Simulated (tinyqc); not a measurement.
Phonon and roughness prefactors from two fields.

Problem. At 300 K and high field 1/mu = E^(1/3)/Ap + E^gs/As, E in MV/cm. Find Ap and As.

Values chosen for this exercise:
```
symbol,value,unit,meaning
gs,2,,exponent of the roughness term
```

mu at E = 0.55 and 1.08 MV/cm (cm^2/(V s)): [472.24080, 281.87193]

Answer. Two linear equations in 1/Ap and 1/As.

Ap = 462 cm^2/(V s)
As = 879 cm^2/(V s)

Computed by the program tinyqc: `OMP_NUM_THREADS=1 python tinyqc.py 2510131 2510132 out.jsonl`, one thread of a shared Intel Xeon 2.30GHz, about 0.01 s for the whole run.
